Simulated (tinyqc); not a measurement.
Double-gate transistor below threshold, two-dimensional Poisson equation on a small mesh: two steps of the calculation.

Half of a symmetric double-gate structure: row 0 is the mid-plane of the body, where the normal field vanishes. Mobile charge is neglected (subthreshold), the body is fully depleted, and potentials are counted from the intrinsic level; rows run upward to the gate, columns from source to drain.

Values chosen for this exercise; semiconductor permittivity made up: relative permittivity of the semiconductor eps_r = 14.9; relative permittivity of the insulator eox = 22; half the body thickness tb = 5 nm; insulator thickness tox = 5.7 nm; channel length L = 46 nm; acceptor density of the depleted body Na = 2.2e17 cm^-3.

Constants: q = 1.602176634e-19 C, eps0 = 8.8541878128e-14 F/cm where lengths are in cm. Results are converted to the units shown.

Problem 1. Coefficients of the five-point equations. Mesh: rows i = 0..2 in the semiconductor (step hs = tb/2, row 2 on the interface), then 2 step(s) ho = tox/2 up to the gate row 4; columns j = 0..5 (step hy = L/5). Box integration, divided by eps0: up_i = eps hy/h of the interval above row i, dn_i = that of the interval below (0 for row 0), lat_i = (sum of eps h/2 over the intervals above and below)/hy, s_i = -q Na w_i hy/eps0 with w_i the semiconductor height of the box (hs/2 for row 0 and the interface row, hs between, 0 in the insulator). Each free node obeys (up + dn + 2 lat) psi = up psi(above) + dn psi(below) + lat [psi(left) + psi(right)] + s.

Wanted: up; dn; lat; s.

Solution 1.

| row | up | dn | lat | s (V) |
|---|---|---|---|---|
| 0 | 54.832 | 0 | 2.0245 | -0.045781 |
| 1 | 54.832 | 54.832 | 4.0489 | -0.091561 |
| 2 | 71.018 | 54.832 | 5.4321 | -0.045781 |
| 3 | 71.018 | 71.018 | 6.8152 | 0 |

Problem 2. Over-relaxation sweep (omega = 1.2). Free nodes: rows 0..3, columns 1..4, taken row by row from row 0, left to right. t = (up psi(above) + dn psi(below) + lat [psi(left) + psi(right)] + s)/(up + dn + 2 lat), with the newest neighbours; psi(new) = psi + 1.2 (t - psi).

psi at the start (fixed values on the edges, free nodes at zero) (V):

|  | j=0 | j=1 | j=2 | j=3 | j=4 | j=5 |
|---|---|---|---|---|---|---|
| row 0 | 0.5000000 | 0.0000000 | 0.0000000 | 0.0000000 | 0.0000000 | 1.2000000 |
| row 1 | 0.5000000 | 0.0000000 | 0.0000000 | 0.0000000 | 0.0000000 | 1.2000000 |
| row 2 | 0.5000000 | 0.0000000 | 0.0000000 | 0.0000000 | 0.0000000 | 1.2000000 |
| row 3 | 0.2700000 | 0.0000000 | 0.0000000 | 0.0000000 | 0.0000000 | 0.6200000 |
| row 4 | 0.0400000 | 0.0400000 | 0.0400000 | 0.0400000 | 0.0400000 | 0.0400000 |

| row | up | dn | lat | s (V) |
|---|---|---|---|---|
| 0 | 54.832000 | 0 | 2.0244565 | -0.045780674 |
| 1 | 54.832000 | 54.832000 | 4.0489130 | -0.091561349 |
| 2 | 71.017544 | 54.832000 | 5.4320652 | -0.045780674 |
| 3 | 71.017544 | 71.017544 | 6.8152174 | 0 |

Give: psi after iteration 1.

Solution 2.

psi after iteration 1 (V):

|  | j=0 | j=1 | j=2 | j=3 | j=4 | j=5 |
|---|---|---|---|---|---|---|
| row 0 | 0.500 | 0.020 | 0.000 | -0.001 | 0.049 | 1.200 |
| row 1 | 0.500 | 0.031 | 0.000 | -0.001 | 0.076 | 1.200 |
| row 2 | 0.500 | 0.038 | 0.002 | -0.001 | 0.093 | 1.200 |
| row 3 | 0.270 | 0.057 | 0.026 | 0.023 | 0.107 | 0.620 |
| row 4 | 0.040 | 0.040 | 0.040 | 0.040 | 0.040 | 0.040 |

Program tinyqc, `OMP_NUM_THREADS=1 python tinyqc.py 2480132 2480133 out.jsonl`; Intel Xeon 2.30GHz, shared host, one thread, about 0.2 s.
